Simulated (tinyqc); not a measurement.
# From opening left, as a share of w back to aspect ratio h/w

Model: bottom-up copper filling of a trench by curvature-enhanced accelerator coverage. Computed by tinyqc, a small Python program. Command: `OMP_NUM_THREADS=1 python tinyqc.py 3028784 3028785 out.jsonl superfill inv`. One thread of a shared host (Intel(R) Xeon(R) Processor @ 2.30GHz), about 0.1 s of CPU time with the checks.

A rectangular trench keeps vertical walls and a flat floor. An accelerator floats on the surface; where area is lost in the corners it is passed on to the floor.

Inputs (values chosen for the exercise, close to those used for damascene copper plating):

| quantity | value | unit |
|---|---|---|
| trench width w | 41 | nm |
| exchange current of the suppressed surface i_0 | 0.012 | mA/cm^2 |
| exchange current of the accelerated surface i_1 | 0.68 | mA/cm^2 |
| transfer coefficient alpha | 0.5 | - |
| overpotential eta | 0.099 | V |
| starting coverage theta_0 | 0.029 | - |
| adsorption rate k_a | 0.00013 | 1/s |
| cupric ion concentration C | 0.57 | mol/l |
| diffusivity D | 3.6e-06 | cm^2/s |
| boundary layer delta | 79 | um |
| temperature T | 298 | K |

Constants: e = 1.602176634e-19 C; N_A = 6.02214076e+23 1/mol; k_B = 8.617333262e-05 eV/K.

Method. Kinetic current i_k = [i_0 (1 - theta) + i_1 theta] exp(alpha eta/(k_B T)), limit i_L = 2 F D C/delta, i = 1/(1/i_k + 1/i_L); velocity v = i Omega/(2F), Omega = 7.11 cm^3/mol, F = e N_A. Depletion inside the trench is ignored. Half width x, floor height y, depth h = aspect ratio x w. dx/dt = -v_s, dy/dt = v_b. d theta_b/dt = k_a (1 - theta_b) + [theta_s v_b + theta_b v_s]/x: the floor takes the accelerator of the wall it covers and keeps its own as it narrows. d theta_s/dt = k_a (1 - theta_s). theta_b is capped at 1. Integrate (tolerance 1e-9) until the walls meet (x = 0.02 w/2) or the floor passes the original mouth y = h. Start: x = w/2, y = 0, theta_b = theta_s = theta_0. Height filled = y/h, opening left = x/(w/2).

Task: A run gave the result below. Find the aspect ratio h/w, known to lie between 0.85 and 1.9.

opening left, as a share of w = 0.2147666

Result:

Each step takes the trial c = (a f_b - b f_a)/(f_b - f_a), f being the result less the target and a, b, c the logarithms of the listed values; c replaces end b, the old b replaces a if the sign of f changed, and otherwise f_a is halved.

Scan of the range:

| aspect ratio h/w | opening left, as a share of w |
|---|---|
| 0.850 | 0.264472 |
| 0.972 | 0.230468 |
| 1.110 | 0.199412 |
| 1.270 | 0.170680 |
| 1.450 | 0.143767 |
| 1.660 | 0.112542 |
| 1.900 | 0.076488 |

False position (Illinois rule, in the logarithm of the input) inside the bracket:

| step | end a | end b | trial | opening left, as a share of w |
|---|---|---|---|---|
| 1 | 0.97200 | 1.11000 | 1.03948 | 0.214433 |
| 2 | 0.97200 | 1.03948 | 1.03664 | 0.215074 |
| 3 | 1.03948 | 1.03664 | 1.03800 | 0.214766 |
| 4 | 1.03664 | 1.03800 | 1.03800 | 0.214767 |

Opening left, as a share of w falls at every point of a 13-point scan of the range (every second point is shown), so one value fits; it is bracketed by 0.972 and 1.11. Answer: aspect ratio h/w = 1.038.

Caution: real profiles develop slanted corners, and accelerator is consumed; both are left out.
